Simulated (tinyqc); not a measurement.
# From binding energy under strain back to coupling Delta_1

Model: valley-orbit splitting of a donor ground state, with strain. Computed by tinyqc, a small Python program. Command: `OMP_NUM_THREADS=1 python tinyqc.py 3014723 3014724 out.jsonl valleyorbit inv`. One thread of a shared host (Intel(R) Xeon(R) Processor @ 2.30GHz), about 0.01 s of CPU time with the checks.

The basis is the 1s envelope in each valley; energies are counted from the unstrained conduction-band edge. The strain is e_s (a a^T - 1/3) for the unit stress axis a, so valley j along n_j moves by Xi_u e_s w_j with w_j = (n_j.a)^2 - 1/3: -1/3 for x and y, +2/3 for z.

Inputs (values chosen for the exercise, for a model many-valley semiconductor):
```
quantity,value,unit
single-valley binding energy E_0,42.5,meV
central-cell shift Lambda,4.64,meV
coupling Delta_2,2.69,meV
shear deformation potential Xi_u,8.57,eV
shear strain e_s,0.00022,-
```

Valleys: six along <100>. Stress axis: [001].

Method:
- H_jj = -(E_0 + Lambda) + Xi_u e_s w_j; H_jk = -Delta_2 between opposite valleys and -Delta_1 between perpendicular ones.
- Diagonalise H; the ground vector has positive components. The density at the nucleus, and so the contact hyperfine coupling, scales as (sum_j c_j)^2/(number of valleys), which is 1 without strain; the envelopes are held fixed.
- The binding energy is counted from the lowest valley edge, min_j Xi_u e_s w_j; the gap is from the ground state to the next level.

Task: A run gave the result below. Find the coupling Delta_1, known to lie between 1.6 and 4.7 meV.

binding energy under strain = 60.08419 meV

Result:

Each step takes the trial c = (a f_b - b f_a)/(f_b - f_a), f being the result less the target and a, b, c the logarithms of the listed values; c replaces end b, the old b replaces a if the sign of f changed, and otherwise f_a is halved.

Scan of the range:
```
coupling Delta_1 (meV),binding energy under strain (meV)
1.60,55.6782
1.91,56.9065
2.29,58.4163
2.74,60.2077
3.28,62.3604
3.93,64.9541
4.70,68.0289
```

False position (Illinois rule, in the logarithm of the input) inside the bracket:
```
step,end a,end b,trial,binding energy under strain (meV)
1,2.29000,2.74000,2.70632,60.0735
2,2.74000,2.70632,2.70898,60.0841
3,2.74000,2.70898,2.70901,60.0843
4,2.70898,2.70901,2.70900,60.0842
```

Binding energy under strain rises at every point of a 13-point scan of the range (every second point is shown), so one value fits; it is bracketed by 2.29 and 2.74. Answer: coupling Delta_1 = 2.709 meV.
